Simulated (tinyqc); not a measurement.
Comparisons within one model: propagation of a band-gap error through k.p and effective-mass formulas. A value that a table varies takes the place of the one given here.

Chain, for a gap E (the reference Eg or another value), with Ep and Dso kept: 1/me = 1 + Ep (E + 2 Dso/3)/(E (E + Dso)); g* = 2 - 2 Ep Dso/(3 E (E + Dso)); g1(E) = g1 + (Ep/3)(1/E - 1/Eg), g2(E) = g2 + (Ep/6)(1/E - 1/Eg), light hole 1/(g1 + 2 g2), heavy hole 1/(g1 - 2 g2) along [100]; optical constant ei(E) = 1 + (ei - 1)(EP/(EP + E - Eg))^2, static e0(E) = ei(E) + e0 - ei.

Donor: R = Ry me/e0^2, a_B = a0 e0/me, Mott density (0.26/a_B)^3. Nc, Nv = 2 (m kT/(4 pi c))^(3/2), c = hbar^2/2m0, ni = sqrt(Nc Nv) exp(-E/2kT). Exciton: Ry mu/e0^2 with 1/mu = 1/me + g1(E). 1 angstrom^-3 = 1e24 cm^-3.

Constants: Ry = 13.60569312 eV; a0 (Bohr radius) = 0.5291772105 angstrom; kB = 8.617333262e-05 eV/K; hbar^2/2m0 = 3.80998211 eV angstrom^2.

Inputs chosen for the exercise (reference values near those of GaAs, gap at low temperature; not measured data): Eg = 1.545 eV (gap at Gamma to the s-like level); Dso = 0.347 eV (spin-orbit splitting); Ep = 25.9 eV (Kane energy); g1 = 7 (Luttinger gamma1); g2 = 2.06 (gamma2); e0 = 12.88 (static dielectric constant); ei = 10.88 (optical dielectric constant); EP = 5.08 eV (mean (Penn) gap); mh = 0.53 m0 (density-of-states mass of the holes); T = 300 K (temperature); Eg2 = 0.726 eV (a wrong gap, of the size a semi-local functional can give).

## The size of the error

E = f Eg; ratios against f = 1.

Results:
```
f,E (eV),me ratio,light-hole ratio,e0 ratio,donor ratio,Mott ratio,g*,log10 ni ratio
0.25,0.386,0.291,0.249,1.520,0.126,0.00703,-19.155,9.33
0.40,0.618,0.442,0.399,1.381,0.232,0.0328,-8.047,7.52
0.60,0.927,0.634,0.599,1.227,0.421,0.138,-3.073,5.04
0.80,1.236,0.820,0.799,1.103,0.674,0.411,-1.062,2.53
1.00,1.545,1.000,1.000,1.000,1.000,1.00,-0.050,0.00
1.20,1.854,1.176,1.201,0.915,1.406,2.13,0.532,-2.54
1.50,2.317,1.432,1.504,0.811,2.178,5.51,1.030,-6.37
2.00,3.090,1.839,2.010,0.684,3.932,19.5,1.436,-12.78
```

Between f = 0.8 and 1.2 the mean powers d ln(ratio)/d ln f are 0.89 for me, 1.00 for the light hole, -0.46 for e0, 1.81 for the donor energy and 4.05 for the Mott density; ni moves by -0.82 decades per 0.1 eV, against -0.1 eV/(2 kT ln 10) = -0.84 from the exponential alone, the rest coming from Nc through me^(3/4). g* changes sign between f = 1.00 and 1.20; the place of this zero hangs on remote bands, which are left out.

## What each input does

All at E = Eg2. Each row changes one parameter from the base and keeps the others.

Results:
```
case,me (m0),light hole (m0),e0,donor (meV),exciton (meV),log10 ni
base,0.0305,0.0421,17.04,1.427,1.015,11.957
Eg2 = 0.784 eV,0.0326,0.0455,16.67,1.597,1.137,11.493
Dso = 0.375 eV,0.0307,0.0421,17.04,1.436,1.020,11.959
Ep = 27.972 eV,0.0283,0.0404,17.04,1.324,0.952,11.933
g1 = 7.56,0.0305,0.0412,17.04,1.427,1.003,11.957
EP = 5.486 eV,0.0305,0.0421,16.65,1.495,1.064,11.957
ei = 10.01,0.0305,0.0421,16.68,1.490,1.060,11.957
mh = 0.488 m0,0.0305,0.0421,17.04,1.427,1.015,11.931
T = 276 K,0.0305,0.0421,17.04,1.427,1.015,11.373
```

The largest shifts from the base row, up to three for each result and ties (the steps differ in size, so this ranks the rows, not the parameters). me (m0): Ep -0.0022, Eg2 +0.0022, Dso +0.0002; unchanged at the printed digits by g1, EP, ei, mh and T. light hole (m0): Eg2 +0.0034, Ep -0.0017, g1 -0.0010; unchanged at the printed digits by Dso, EP, ei, mh and T. e0: EP -0.39, Eg2 -0.37, ei -0.37; unchanged at the printed digits by Dso, Ep, g1, mh and T. donor (meV): Eg2 +0.171, Ep -0.103, EP +0.068; unchanged at the printed digits by g1, mh and T. exciton (meV): Eg2 +0.121, Ep -0.063, EP +0.048; unchanged at the printed digits by mh and T. log10 ni: T -0.585, Eg2 -0.465, mh -0.027; unchanged at the printed digits by g1, EP and ei.

Program tinyqc; command `OMP_NUM_THREADS=1 python tinyqc.py 1850879 1850880 out.jsonl`; about 0.01 s on one thread of a shared Intel(R) Xeon(R) Processor @ 2.30GHz.
